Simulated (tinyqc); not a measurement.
Inter-valley coupling by envelope functions against a chain of atomic planes: sweeps and comparisons. A value that a table varies takes the place of the one given here.

Chain: E(phi) = e0 + 2 v cos(phi) + 2 u cos(2 phi), cos(phi0) = -v/(4u), e0 = 2u + v^2/(4u); plane j = 0, 1, ... has the potential V_j = dE x_j + F (j - 30) a/4 (1 MV/m = 1e-4 V/angstrom). There are 30 barrier planes a side; with y = j - 29.5, x_j = xb (f(y) + f(Nw - y)), f(y) = 1/(1 + exp(y/L)), plus any Ge added in the well. The valley splitting is the spacing of the two lowest levels. Envelope theory: F_j solves a one-valley chain with hopping -b and diagonal 2b + V_j, b = 4u sin^2(phi0), sum F_j^2 = 1; the valleys couple by Dv = sum_j F_j^2 V_j exp(-2 i phi0 j) and split by 2|Dv|.

Values chosen for the exercise (near those of the Delta valleys of silicon in a SiGe well; not measured data):

| symbol | value | unit | meaning |
|---|---|---|---|
| a | 5.431 | angstrom | lattice constant; planes lie a/4 apart |
| u | 0.63 | eV | second-neighbour hopping |
| v | 0.622 | eV | nearest hopping |
| Nw | 64 |  | planes in the well |
| L | 1 | planes | interface width |
| xb | 0.3 |  | Ge fraction of the barriers |
| dE | 0.57 | eV | offset per unit Ge fraction |
| F | 2 | MV/m | field |
| xs | 0.14 |  | Ge fraction added on that plane |
| xw | 0.009 |  | mean Ge fraction of the wiggle |
| x0 | 2893 |  | start of the number sequence |
| na | 20000 |  | atoms a plane under the dot |
| js | 53 |  | plane j of a Ge spike (the well starts at j = 30) |

## Position of the spike

The spike is moved through the well; position counted from the first well plane, j - 30.

Against position:

| j - 30 | F_j^2, smooth | mean of the doublet (meV) | splitting, chain (micro-eV) | envelope | first order |
|---|---|---|---|---|---|
| 3 | 0.00535 | 12.80 | 625 | 606 | 854 |
| 8 | 0.01416 | 13.25 | 1520 | 1460 | 2260 |
| 13 | 0.02319 | 13.75 | 2523 | 2440 | 3701 |
| 19 | 0.03007 | 14.28 | 3585 | 3527 | 4799 |
| 26 | 0.03031 | 14.43 | 3890 | 3850 | 4838 |
| 32 | 0.02524 | 14.03 | 3079 | 3037 | 4029 |
| 42 | 0.01329 | 13.20 | 1422 | 1372 | 2122 |
| 51 | 0.00495 | 12.75 | 520 | 499 | 791 |
| 61 | 0.00057 | 12.52 | 71 | 70 | 91 |

What does this show?

The splitting is largest at plane 26 among these rows (3890 micro-eV), and the smooth envelope peaks at plane 23, counting all planes; without a spike it is 1.1. Where the splitting exceeds 20 micro-eV the envelope theory lies within 4.1 % of the chain and first order within 52 %.

## A periodic Ge profile (wiggle well)

periods (planes): pi/phi0 1.72596, pi/(pi - phi0) 2.37748

Added fraction xw (1 - cos(2 pi (j - 30)/p)) on the well planes; p = f times the resonant period pi/(pi - phi0). At resonance the estimate is dE xw.

Against period:

| f | p (planes) | mean of the doublet (meV) | splitting, chain (micro-eV) | envelope |
|---|---|---|---|---|
| 0.90 | 2.1397 | 17.56 | 83 | 87 |
| 0.95 | 2.2586 | 17.41 | 1081 | 1122 |
| 0.98 | 2.3299 | 17.45 | 4020 | 4122 |
| 0.99 | 2.3537 | 17.55 | 4798 | 4839 |
| 1.00 | 2.3775 | 17.60 | 5105 | 5091 |
| 1.01 | 2.4013 | 17.55 | 4853 | 4839 |
| 1.02 | 2.4250 | 17.46 | 4161 | 4172 |
| 1.05 | 2.4964 | 17.38 | 1516 | 1486 |
| 1.10 | 2.6152 | 17.53 | 178 | 168 |
| 1.50 | 3.5662 | 17.59 | 8 | 8 |
| 3.00 | 7.1325 | 17.59 | 2 | 2 |

How do the results move?

The splitting peaks at f = 1 with 5.11 meV, against the estimate dE xw = 5.13 meV, and is 0.79 and 0.81 of the value at f = 1 two per cent off to either side: the width of the resonance is set by the number of periods under the envelope. At f = 3 it is 2 micro-eV. The chain has one orbital a plane and knows only this resonance; longer periods that work through other bands are outside it.

## Random alloy fluctuations

A uniform fraction x is added on all planes. Each plane j then fluctuates by q sqrt(x_j (1 - x_j)/na) in Ge fraction, q = sqrt12 (z/2147483647 - 1/2) with z(new) = 16807 z mod 2147483647 from x0, restarted for each row; 24 samples. Theory: Dv is a complex Gaussian with sigma^2 = dE^2 sum F_j^4 x_j (1 - x_j)/na, and the mean splitting is sqrt(pi) sigma if the smooth part is negligible.

Splitting (micro-eV):

| x | sigma | sqrt(pi) sigma | mean of 24 | least | largest |
|---|---|---|---|---|---|
| 0.00 | 5.8 | 10.4 | 10.1 | 1.7 | 19.5 |
| 0.01 | 60.9 | 107.9 | 102.5 | 31.7 | 200.6 |
| 0.02 | 85.5 | 151.5 | 144.7 | 41.2 | 284.1 |
| 0.05 | 132.9 | 235.5 | 225.8 | 58.9 | 444.6 |
| 0.10 | 182.8 | 324.0 | 311.2 | 77.7 | 613.4 |

What does this show, and why?

Without added Ge the disorder sits in the barriers, where the state is small: mean 10.1 micro-eV, against 1.1 for the smooth well. With 5 % Ge in the well the mean is 226, theory 236, with a statistical error of about 11 % for 24 samples; the miss is -4 %, and since every row reuses one sequence the rows with added Ge miss alike. The spread grows with the mean: at 5 % the samples run from 59 to 445, so small splittings remain possible. sigma falls as 1/sqrt(na) for larger dots. A chain with one orbital a plane has no Bloch-function factor, which scales all these couplings down in fuller models.

## What each parameter does

Chain with the spike on plane js. Each row changes one parameter from the base and keeps the others.

Results:

| case | level (meV) | splitting (micro-eV) |
|---|---|---|
| base | 14.460 | 3941.6 |
| Nw = 70 | 14.141 | 3699.2 |
| L = 1.5 planes | 14.762 | 3982.3 |
| xb = 0.35 | 14.591 | 3962.9 |
| dE = 0.627 eV | 14.691 | 4252.9 |
| F = 4 MV/m | 20.969 | 4295.6 |
| js = 56 | 14.434 | 3890.0 |
| xs = 0.182 | 14.884 | 4790.3 |

What can be read from the table?

The largest shifts from the base row, up to three for each result and ties (the steps differ in size, so this ranks the rows, not the parameters). level (meV): F +6.509, xs +0.424, Nw -0.318. splitting (micro-eV): xs +848.6, F +354.0, dE +311.3.

Program tinyqc; command `OMP_NUM_THREADS=1 python tinyqc.py 1481470 1481471 out.jsonl`; about 0.1 s on one thread of a shared Intel(R) Xeon(R) Processor @ 2.30GHz.
